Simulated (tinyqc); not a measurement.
Free and trapped electrons in a MOS channel with a dense trap tail: two steps of the calculation.

p-type body, charge-sheet picture, full ionisation (an idealisation for deep acceptors), Boltzmann statistics for free electrons. e = Ec - EF at the surface. Acceptor-like traps of density D(E) = D0 + De exp(-E/Ew) at depth E below Ec, from 0 to Eu, hold n_t = integral of D(E)/(1 + exp((e - E)/Vt)). psi = Eg - Vt ln(Nv/Na) - e; N_dep = sqrt(2 eps0 eps_r Na (psi - Vt)/q); n_f = sqrt(N_dep^2 + 2 eps0 eps_r Vt Nc exp(-e/Vt)/q) - N_dep; Vg = Vfb + psi + q (N_dep + n_t + n_f)/Cox, Cox = eps0 eox/tox.

Inputs (values chosen for the exercise); band and dielectric values close to those of 4H silicon carbide:
- T = 300 K (temperature)
- Eg = 3.3 eV (band gap)
- eps_r = 9.64 (relative permittivity)
- Nc = 1.7e19 cm^-3 (conduction-band density of states at T)
- Nv = 2.52e19 cm^-3 (valence-band density of states at T)
- eox = 3.9 (relative permittivity of the insulator)
- tox = 62 nm (insulator thickness)
- Na = 1.4e16 cm^-3 (acceptor density)
- Vfb = -2.41 V (flat-band voltage without trapped charge)
- D0 = 1.4e11 cm^-2 eV^-1 (constant background density of acceptor-like traps)
- De = 3.2e12 cm^-2 eV^-1 (density of the tail at the conduction edge)
- Ew = 0.06 eV (decay energy of the tail)
- Eu = 0.99 eV (depth below Ec down to which the traps reach)
- mf = 210 cm^2/(V s) (mobility of free electrons)
- e = 0.048 eV (Ec - EF at the surface)

Constants: q = 1.602176634e-19 C, kB = 1.380649e-23 J/K, Vt = kB T/q, eps0 = 8.8541878128e-14 F/cm where lengths are in cm. Results are converted to the units shown.

Problem 1. Trapped charge. Trapezoid rule on 15 equal steps from 0 to Eu, f = 1/(1 + exp((e - E)/Vt)).

Wanted: E; D(E) f; n_t.

Solution 1.

```
point,E (eV),D(E) f (cm^-2 eV^-1)
0,0,4.5119e11
1,0.066000,8.0429e11
2,0.13200,4.7610e11
3,0.19800,2.5725e11
4,0.26400,1.7925e11
5,0.33000,1.5307e11
6,0.39600,1.4435e11
7,0.46200,1.4145e11
8,0.52800,1.4048e11
9,0.59400,1.4016e11
10,0.66000,1.4005e11
11,0.72600,1.4002e11
12,0.79200,1.4001e11
13,0.85800,1.4000e11
14,0.92400,1.4000e11
15,0.99000,1.4000e11
```

n_t = 2.2652e11 cm^-2

Problem 2. Charges and gate voltage. psi, N_dep, n_f and Vg as defined, with the n_t given; free share n_f/(n_f + n_t); apparent mobility mf n_f/(n_f + n_t); gate voltage spent on traps q n_t/Cox.

n_t = 2.2651712e11 cm^-2

Find: psi; N_dep; n_f; Vg; free share; apparent mobility; gate voltage spent on traps.

Solution 2.

psi = 3.058 V
N_dep = 6.726e11 cm^-2
n_f = 4.154e11 cm^-2
Vg = 4.430 V
free share = 64.71 %
apparent mobility = 135.9 cm^2/(V s)
gate voltage spent on traps = 0.6516 V

tinyqc, about 0.02 s, one thread, Intel Xeon 2.30GHz (shared host): `OMP_NUM_THREADS=1 python tinyqc.py 2222087 2222088 out.jsonl`
